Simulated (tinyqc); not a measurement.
Free and trapped electrons in a MOS channel with a dense trap tail: two steps of the calculation.

p-type body, charge-sheet picture, full ionisation (an idealisation for deep acceptors), Boltzmann statistics for free electrons. e = Ec - EF at the surface. Acceptor-like traps of density D(E) = D0 + De exp(-E/Ew) at depth E below Ec, from 0 to Eu, hold n_t = integral of D(E)/(1 + exp((e - E)/Vt)). psi = Eg - Vt ln(Nv/Na) - e; N_dep = sqrt(2 eps0 eps_r Na (psi - Vt)/q); n_f = sqrt(N_dep^2 + 2 eps0 eps_r Vt Nc exp(-e/Vt)/q) - N_dep; Vg = Vfb + psi + q (N_dep + n_t + n_f)/Cox, Cox = eps0 eox/tox.

Values chosen for this exercise; band and dielectric values close to those of silicon: temperature T = 400 K; band gap Eg = 1.14 eV; relative permittivity eps_r = 11.6; conduction-band density of states at T Nc = 4.33e19 cm^-3; valence-band density of states at T Nv = 4.1e19 cm^-3; relative permittivity of the insulator eox = 3.9; insulator thickness tox = 39 nm; acceptor density Na = 8.6e15 cm^-3; flat-band voltage without trapped charge Vfb = -0.93 V; constant background density of acceptor-like traps D0 = 1.7e10 cm^-2 eV^-1; density of the tail at the conduction edge De = 6.8e12 cm^-2 eV^-1; decay energy of the tail Ew = 0.08 eV; depth below Ec down to which the traps reach Eu = 0.55 eV; mobility of free electrons mf = 230 cm^2/(V s); Ec - EF at the surface e = 0.26 eV.

Constants: q = 1.602176634e-19 C, kB = 1.380649e-23 J/K, Vt = kB T/q, eps0 = 8.8541878128e-14 F/cm where lengths are in cm. Results are converted to the units shown.

Task 1. Trapped charge. Trapezoid rule on 16 equal steps from 0 to Eu, f = 1/(1 + exp((e - E)/Vt)).

Wanted: E; D(E) f; n_t.

Result 1.

```
point    E (eV)  D(E) f (cm^-2 eV^-1)
0             0              3.6100e9
1      0.034375              6.3707e9
2      0.068750             1.1233e10
3       0.10312             1.9747e10
4       0.13750             3.4387e10
5       0.17188             5.8330e10
6       0.20625             9.2643e10
7       0.24063             1.2813e11
8       0.27500             1.4303e11
9       0.30938             1.2855e11
10      0.34375             1.0069e11
11      0.37812             7.4797e10
12      0.41250             5.5525e10
13      0.44688             4.2315e10
14      0.48125             3.3540e10
15      0.51562             2.7781e10
16      0.55000             2.4021e10
```

n_t = 3.3374e10 cm^-2

Task 2. Charges and gate voltage. psi, N_dep, n_f and Vg as defined, with the n_t given; free share n_f/(n_f + n_t); apparent mobility mf n_f/(n_f + n_t); gate voltage spent on traps q n_t/Cox.

n_t = 3.3373904e10 cm^-2

Wanted: psi; N_dep; n_f; Vg; free share; apparent mobility; gate voltage spent on traps.

Result 2.

psi = 0.5881 V
N_dep = 2.471e11 cm^-2
n_f = 1.973e10 cm^-2
Vg = 0.2012 V
free share = 37.15 %
apparent mobility = 85.46 cm^2/(V s)
gate voltage spent on traps = 0.06039 V

Numbers from tinyqc (`OMP_NUM_THREADS=1 python tinyqc.py 2222051 2222052 out.jsonl`; about 0.02 s on one thread of a shared Intel Xeon 2.30GHz).
